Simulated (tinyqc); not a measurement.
Grain-boundary diffusion: Harrison regimes, Fisher and Le Claire analysis, Hart average: one step, computed by the program tinyqc.

A boundary is a slab of width delta with diffusivity D_b, normal to a surface held at constant concentration; it leaks into grains of diffusivity D.

Problem. Regime. l = sqrt(D t); P = s delta D_b; alpha = s delta/(2 l); beta = P/(2 D l). Regime A if l > 3 d, C if alpha > 1, B if alpha < 0.1, l < d/4 and beta > 10, otherwise a transition.

Inputs (values chosen for the exercise, for a model polycrystal):
```
quantity               value  unit
boundary width delta    0.74    nm
segregation factor s       1     -
grain size d              14    um
temperature T           1070     K
time t                880000     s
```

D = 1.331736e-17 m^2/s

triple product P = 1.563895e-21 m^3/s

Give: lattice diffusion length l; alpha; beta; regime.

Solution.

lattice diffusion length l = 3.423 um

alpha = 1.081e-04

beta = 17.15

Regime: B

Boundaries are isolated and lose material sideways, so only the product P can be measured.
